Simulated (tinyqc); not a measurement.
Hubbard chain of 6 sites, step by step. One step of it, computed by the program tinyqc.

Problem. Mean-field iteration 3. H(up) = T + U n(down), H(down) = T + U n(up); fill the lowest levels; n(new) = n + mixing (n(out) - n); E = tr T (rho up + rho down) + U sum n_up n_down of the output.

one-body matrix (hopping and site energies) (eV), order 1, 2, 3, 4, 5, 6:
```
[[-0.050000, -0.730000, 0.000000, 0.000000, 0.000000, 0.000000],
 [-0.730000, -0.530000, -0.730000, 0.000000, 0.000000, 0.000000],
 [0.000000, -0.730000, 0.700000, -0.730000, 0.000000, 0.000000],
 [0.000000, 0.000000, -0.730000, -0.130000, -0.730000, 0.000000],
 [0.000000, 0.000000, 0.000000, -0.730000, 0.420000, -0.730000],
 [0.000000, 0.000000, 0.000000, 0.000000, -0.730000, -0.420000]]
```

U = 7.200000 eV

electrons, up and down: [3, 3]

mixing = 1

n(up) after iteration 2: [0.988361, 0.026056, 0.972903, 0.024384, 0.975267, 0.013028]

n(down) after iteration 2: [0.009314, 0.982945, 0.016266, 0.982367, 0.017580, 0.991527]

Give: levels, up; levels, down; energy; n(up) after iteration 3; n(down) after iteration 3.

Solution.

levels, up (eV): [-0.0724, 0.3605, 0.6762, 6.6947, 6.7878, 7.1433]

levels, down (eV): [-0.4898, -0.4063, -0.0674, 7.1303, 7.5631, 7.8602]

energy = -0.7529 eV

n(up) after iteration 3: [0.9884, 0.0259, 0.9731, 0.0242, 0.9754, 0.0130]

n(down) after iteration 3: [0.0092, 0.9832, 0.0160, 0.9826, 0.0174, 0.9916]
